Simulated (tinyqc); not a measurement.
Changing the temperature T: mobility of a non-polar semiconductor in the relaxation-time approximation. Computed by tinyqc, a small Python program. Command: `OMP_NUM_THREADS=1 python tinyqc.py 3027937 3027938 out.jsonl rta sweep`. One thread of a shared host (Intel(R) Xeon(R) Processor @ 2.30GHz), about 0.03 s of CPU time with the checks.

Each valley is treated as a sphere of mass m_d for states and rates, with one isotropic relaxation time; the conductivity mass m_c sets the current.

Inputs (values chosen for the exercise, modelled on electrons in diamond): longitudinal mass m_l = 1.47 m_0; transverse mass m_t = 0.287 m_0; equivalent valleys Z = 6; static permittivity eps_s = 5.7; density rho = 3515 kg/m^3; sound velocity v_l = 18600 m/s; acoustic deformation potential D_A = 9 eV; phonon energy hbar w = 135 meV; optical or intervalley deformation potential D_o = 7.2 1e8 eV/cm; final valleys Z_f = 5; carrier density n = 2.3e+18 1/cm^3; compensation ratio C = 0; neutral impurity density N_n = 4.2e+15 1/cm^3.

Band: parabolic. Impurity formula: Brooks-Herring. Further scattering: neutral impurities.

Constants: k_B = 8.617333262e-05 eV/K; m_0 = 9.1093837015e-31 kg; e = 1.602176634e-19 C; hbar = 1.054571817e-34 J s; eps_0 = 8.8541878128e-12 F/m; k_B = 1.380649e-23 J/K; hbar = 6.582119569e-16 eV s.

Method:
- m_d = (m_l m_t^2)^(1/3); 1/m_c = (1/m_l + 2/m_t)/3; Hall mass factor A = 3 K_m (K_m + 2)/(2 K_m + 1)^2, K_m = m_l/m_t; N_I = n (1 + C)/(1 - C).
- Parabolic band: E = hbar^2 k^2/(2 m), speed v = hbar k/m, states per spin, volume and energy g(E) = m k/(2 pi^2 hbar^2). Here m = m_d. Masses are multiplied by m_0 and all formulas are in SI units.
- The reduced Fermi level eta = E_F/(k_B T) solves n = 2 Z int g f dE with f = 1/(1 + exp(x - eta)) (Z = 1 unless valleys are given); screening length L_s = sqrt(eps_s eps_0 k_B T/(e^2 dn/deta)), dn/deta = 2 Z int g f (1 - f) dE.
- Integrals over x = E/(k_B T) use 160 Gauss-Legendre points in u = sqrt(x) from 0 to sqrt(max(eta, 0) + 32).
- Phonon occupation N_q = 1/(exp(hbar w/(k_B T)) - 1).
- Acoustic deformation potential (elastic, equipartition, absorption and emission together): 1/tau = 2 pi k_B T D_A^2 g(E)/(hbar rho v_l^2).
- Optical or intervalley deformation potential: 1/tau = (pi Z_f D_o^2/(rho w)) [N_q g(E + hbar w) + (N_q + 1) g(E - hbar w)], with g = 0 below the band edge.
- Each optical term is multiplied by (1 - f(E'))/(1 - f(E)), E' the final energy, for Pauli blocking.
- Singly charged impurities, momentum relaxation: 1/tau = N_I e^4 m (1 + 2 alpha E) Phi/(8 pi (eps_s eps_0)^2 hbar^3 k^3), with alpha = 0 for a parabolic band.
- Brooks-Herring: Phi = ln(1 + b) - b/(1 + b), b = 4 k^2 L_s^2.
- Neutral impurities (Erginsoy): 1/tau = 20 N_n a_B hbar/m, a_B = 4 pi eps_s eps_0 hbar^2/(m e^2).
- mu = (m_d/m_c) (2 Z e/(3 n k_B T)) int g v^2 tau f (1 - f) dE.
- Averages over x are split at the emission threshold x_0 = hbar w/(k_B T): 64 Gauss-Legendre points in sqrt(x) below it and 128 in sqrt(x - x_0) above it, up to x = max(eta, 0) + 32.
- Rates are added at each energy before the average. With <y> = int g v^2 y f (1 - f) dE: Hall factor r_H = A (3 n k_B T/(2 Z m_d)) <tau^2/(1 + 2 alpha E)>/<tau>^2 (alpha = 0 for a parabolic band); Hall mobility r_H mu; |S| = (k_B/e) (<x tau>/<tau> - eta); resistivity 1/(n e mu).
- Matthiessen's rule adds 1/mu of the separate processes.

One run for each value; columns: (1) temperature T (K); (2) drift mobility mu (cm^2/(V s)); (3) acoustic mobility (cm^2/(V s)); (4) ionised impurity mobility (cm^2/(V s)); (5) optical mobility (cm^2/(V s)); (6) Hall factor r_H; (7) excess of Matthiessen's rule over the full mu (%):
```
(1)    (2)    (3)    (4)        (5)    (6)        (7)
60   424.4  70340  427.7  1.096e+14  0.879  6.003e-02
79   312.9  47553  315.7  2.078e+11  0.880  1.265e-01
100  254.5  33823  257.2  3.233e+09  0.902  2.406e-01
140  212.3  20673  216.0  3.642e+07  0.968  6.179e-01
230  204.0   9919  215.9  4.332e+05  1.063  3.472e+00
310  212.9   6360  243.4  6.860e+04  1.060  9.665e+00
410  219.8   4190  289.0  1.731e+04  1.021  2.102e+01
530  218.5   2855  351.3  6.023e+03  0.977  3.598e+01
700  205.3   1882  447.8  2.287e+03  0.935  5.201e+01
```

Give the missing row, temperature T (K) = 180.

Computed row; columns: (1) temperature T (K); (2) drift mobility mu (cm^2/(V s)); (3) acoustic mobility (cm^2/(V s)); (4) ionised impurity mobility (cm^2/(V s)); (5) optical mobility (cm^2/(V s)); (6) Hall factor r_H; (7) excess of Matthiessen's rule over the full mu (%):
```
(1)    (2)    (3)    (4)        (5)    (6)        (7)
180  202.4  14267  208.4  2.974e+06  1.027  1.413e+00
```

Interpolating between the two neighbouring rows (the first column on a logarithmic scale, the others too where they are positive) misses most in optical mobility (cm^2/(V s)), by 30 %. Over the rows, drift mobility mu (cm^2/(V s)) lies between 202 and 424 without a single trend; acoustic mobility (cm^2/(V s)) falls from 70300 to 1880 (exponent d ln y / d ln x about -1.5 throughout); ionised impurity mobility (cm^2/(V s)) goes from 428 through a minimum among these rows, 208 at 180, to 448. The exponent of acoustic mobility stays between -1.50 and -1.42, near -1.5: the T^(-3/2) law of acoustic scattering in a classical gas. The lowest separate mobility among these three is impurity from 60.0 to 700 K. Neutral impurities scattering, not listed, also enters mu. Matthiessen's rule errs most, by 52 %, at 700 K.

Caution (all rows): Erginsoy's formula holds for k a_B below about 0.5 and for dopants that stay neutral, which means low temperature; elsewhere it is only a rough constant rate. Caution (all rows): n is taken as given; at low temperature (in diamond even at 300 K) real dopants can freeze out, which changes n and N_I.

Extremes, crossings and ranges named in words are read from the listed rows.
